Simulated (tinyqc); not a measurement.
Probe couplings from its potential.

Inverse problem. One voltage probe p sits between leads L (mu = 1) and R (mu = 0) without magnetic field: mu_p = T_pL/(T_pL + T_pR), T_eff = T_RL + T_pL T_pR/(T_pL + T_pR). Find T_pL and T_pR.

T_RL = 0.08
mu_p = 0.47435897
T_eff = 0.27448718

Solution. T_eff - T_RL equals T_pL (1 - mu_p) and also T_pR mu_p.

T_pL = 0.3700
T_pR = 0.4100

Numbers from tinyqc (`OMP_NUM_THREADS=1 python tinyqc.py 2700130 2700131 out.jsonl`; about 0.01 s on one thread of a shared Intel Xeon 2.30GHz).
